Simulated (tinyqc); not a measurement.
## Thermophotovoltaic cell, detailed-balance limit: effect of the reflectance for photons below the gap

Every photon above the gap Eg makes one pair and none below is absorbed; carriers thermalise at T and move without loss. Jsc = q F Phi(Eg, Ts); the dark current is J0 = q ge Phi(Eg, T)/ERE with the Boltzmann factor exp(V/Vt). Photons below the gap return to the emitter with reflectance Rf, and the efficiency is the electrical power over the radiant power not returned (luminescence back to the emitter is not credited).

Photon flux above E from a black body at temperature T into a hemisphere: Phi(E, T) = A sum_k exp(-k E/th)[E^2 th/k + 2 E th^2/k^2 + 2 th^3/k^3], k = 1, 2, ..., with th = kB T/q in eV and A = 2 pi q^3/(h^3 c^2). J(V) = Jsc - J0 (exp(V/Vt) - 1); Voc = Vt ln(1 + Jsc/J0); at maximum power v = Vmp/Vt solves (1 + v) exp(v) = 1 + Jsc/J0. Pin = F sigma Ts^4, sigma = 2 pi^5 kB^4/(15 h^3 c^2). Power above the gap: Pg = F A q sum_k exp(-k Eg/th)[Eg^3 a + 3 Eg^2 a^2 + 6 Eg a^3 + 6 a^4], a = th/k at Ts; power not returned Pab = Pin - Rf (Pin - Pg). FF = Vmp Jmp/(Voc Jsc).

Inputs (values chosen for the exercise):
```
symbol  value  unit                                        meaning
T         280     K                               cell temperature
Ts       2000     K                            emitter temperature
F        0.94        share of the hemisphere filled by the emitter
ERE       0.1                        external radiative efficiency
ge          2                            number of faces that emit
Eg       1.06    eV                                       band gap
```

Constants: q = 1.602176634e-19 C, kB = 1.380649e-23 J/K, h = 6.62607015e-34 J s, c = 299792458 m/s, Vt = kB T/q. Results are converted to the units shown.

The same in every row: Jsc (mA/cm^2) = 8479; Voc (V) = 0.8919; Eg/q - Voc (V) = 0.1681; FF = 0.8780.

Result of one run:

| efficiency (%) |
|---|
| 45.40 |

Which reflectance for photons below the gap Rf gave this result: 0, 0.5, 0.8, 0.9 or 0.95?

Rf = 0.95.

The whole series:

| Rf | efficiency (%) |
|---|---|
| 0 | 7.786 |
| 0.5 | 13.81 |
| 0.8 | 25.76 |
| 0.9 | 36.20 |
| 0.95 | 45.40 |
| 0.98 | 53.58 |
| 0.99 | 57.00 |
| 1 | 60.89 |

As Rf goes from 0 to 1, Jsc stays at 8480 mA/cm^2, Voc stays at 0.892 V and the efficiency rises from 7.79 to 60.9 %. Current and voltage do not depend on Rf; only the power charged to the cell does.

Numbers from tinyqc (`OMP_NUM_THREADS=1 python tinyqc.py 2820114 2820115 out.jsonl`; about 0.01 s on one thread of a shared Intel Xeon 2.30GHz).
